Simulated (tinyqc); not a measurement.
Worked calculation: one-electron ion in a basis of Gaussians. One step of it, computed by the program tinyqc.

Question. Generalised eigenproblem. Solve H C = S C e through S^(-1/2); each column has its largest component positive (the first on a tie).

H = T + V (hartree), lower triangle:
```
           1          2          3          4           5           6            7
1  -1.268290
2  -1.106786  -1.807267
3  -0.547388  -1.588075   0.063615
4  -0.207263  -0.957989  -0.015844  17.424599
5  -0.071339  -0.402876  -1.141187  14.845408  113.791443
6  -0.023756  -0.145084  -0.695028   1.520484   97.575375  583.515334
7  -0.007813  -0.049291  -0.281485  -0.774506   20.697204  501.245196  2762.379540
```

S, lower triangle:
```
          1         2         3         4         5         6         7
1  1.000000
2  0.526564  1.000000
3  0.119298  0.526658  1.000000
4  0.020250  0.119307  0.526591  1.000000
5  0.003197  0.020264  0.119351  0.526793  1.000000
6  0.000496  0.003198  0.020262  0.119365  0.526636  1.000000
7  0.000077  0.000496  0.003197  0.020260  0.119288  0.526555  1.000000
```

Give: eigenvalues of S; eigenvalues; coefficients.

Answer.

eigenvalues of S: 0.1844  0.2941  0.4997  0.8231  1.2632  1.7602  2.1753

eigenvalues (hartree): -1.9899  -0.8716  2.1843  25.1333  145.2317  719.4442  3444.5930

coefficients:
```
        1        2        3        4        5        6        7
1  0.1618   1.1265   0.3986  -0.1011   0.0334  -0.0121   0.0045
2  0.7734  -0.5775  -1.0283   0.3299  -0.1095   0.0395  -0.0145
3  0.2202  -0.1596   1.1669  -0.8320   0.2984  -0.1066   0.0390
4  0.0169  -0.0103   0.0039   1.2531  -0.7643   0.2838  -0.1025
5  0.0019  -0.0013   0.0109  -0.0711   1.2695  -0.7347   0.2716
6  0.0001   0.0000  -0.0007   0.0137  -0.0994   1.2679  -0.7027
7  0.0000   0.0000   0.0002  -0.0015   0.0135  -0.0974   1.2066
```

For Z = 4 and l = 1 the exact lowest level is -Z^2/(2 n^2) with n = l + 1: -2.000000 hartree.
